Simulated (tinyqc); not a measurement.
Capillary instabilities by surface diffusion: grooving and agglomeration of films, edge retraction, wire break-up and smoothing of roughness: one step, computed by the program tinyqc. Command: `OMP_NUM_THREADS=1 python tinyqc.py 3023524 3023525 out.jsonl dewet walk`. One thread of a shared host (Intel(R) Xeon(R) Processor @ 2.30GHz), about 0.01 s of CPU time with the checks.

Isotropic surface energy; shapes change by surface diffusion alone.

Problem. Retraction of a straight edge. A rim shaped as a circular segment with contact angle theta holds the area h x; its radius r obeys r^2 (theta - sin theta cos theta) = h x. To advance, the edge must carry a strip of the rim height H = r (1 - cos theta) over the rim, driven by the curvature 1/r over the distance r theta (the scaling argument of Brandon and Bradshaw): H dx/dt = B/(theta r^2) gives x^(5/2) = (5/2) B t c^(3/2)/(theta (1 - cos theta) h^(3/2)), c = theta - sin theta cos theta.

Inputs (values chosen for the exercise, of the order of those of a copper film):
```
quantity                              value     unit
contact angle on the substrate theta     50  degrees
temperature T                           493        K
time t                                  130        s
film thickness h                        7.5       nm
```

B = 15058.84 nm^4/s

Give: retraction x; rim height H; present speed.

Solution.

retraction x = 126.29 nm

rim height H = 17.828 nm

present speed = 0.38859 nm/s

The rim is 2.4 times the film thickness. x goes as t^(2/5) h^(-3/5): thin films retract faster.
